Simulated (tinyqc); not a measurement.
Gaps against temperature: band gaps under pressure and temperature from deformation potentials.

Murnaghan: V/V0 = (1 + Bp P/B0)^(-1/Bp), B0 = (C11 + 2 C12)/3. Each gap moves by a ln(V/V0) with its volume potential a, and falls with temperature by aV T^2/(T + bV) (Varshni); the two effects are added. No change of phase is considered.

Constants: hc = 1239.841984 eV nm.

Values chosen for the exercise (near those of GaP, the X and L potentials typical of such crystals; not measured data): Eg = 2.875 eV (gap at Gamma to the s-like level at 0 K, 0 GPa); EgX = 2.348 eV (gap to X at 0 K, 0 GPa); EgL = 2.758 eV (gap to L at 0 K, 0 GPa); C11 = 139.8 GPa; C12 = 61.9 GPa; Bp = 4.98 (pressure derivative of the bulk modulus); aG = -10.04 eV (volume potential of the Gamma gap); aX = 1.09 eV (volume potential of the X gap); aL = -3.94 eV (volume potential of the L gap); aV = (0.6, 0.579, 0.558) meV/K (Varshni alpha of Gamma, X, L); bV = (382, 352, 373) K (Varshni beta of Gamma, X, L); P = 3.9 GPa (pressure).

At the pressure P; wavelength hc/E of the lowest gap.

Gaps (eV):
```
T (K),Gamma,X,L,lowest,wavelength (nm)
0,3.2776,2.3043,2.9160,X,538.1
50,3.2741,2.3007,2.9127,X,538.9
100,3.2652,2.2915,2.9042,X,541.1
300,3.1984,2.2244,2.8414,X,557.4
400,3.1549,2.1811,2.8005,X,568.4
500,3.1075,2.1344,2.7562,X,580.9
600,3.0577,2.0853,2.7095,X,594.6
```

Give the missing row, T (K) = 200.

Computed row:
```
T (K)   Gamma       X       L  lowest  wavelength (nm)
200    3.2364  2.2623  2.8770       X            548.0
```

From 0 to 100 K the Gamma gap falls by 12.4 meV, from 500 to 600 K by 49.9 meV: quadratic below bV, linear with a slope tending to aV = 0.6 meV/K above. X stays lowest. A pressure of 0.69 GPa, with the slope -aG/B0 at zero pressure, would undo the fall of the Gamma gap from 0 to 300 K.

(tinyqc, `OMP_NUM_THREADS=1 python tinyqc.py 1080882 1080883 out.jsonl`, Intel(R) Xeon(R) Processor @ 2.30GHz, 1 thread, shared host, about 0.01 s.)
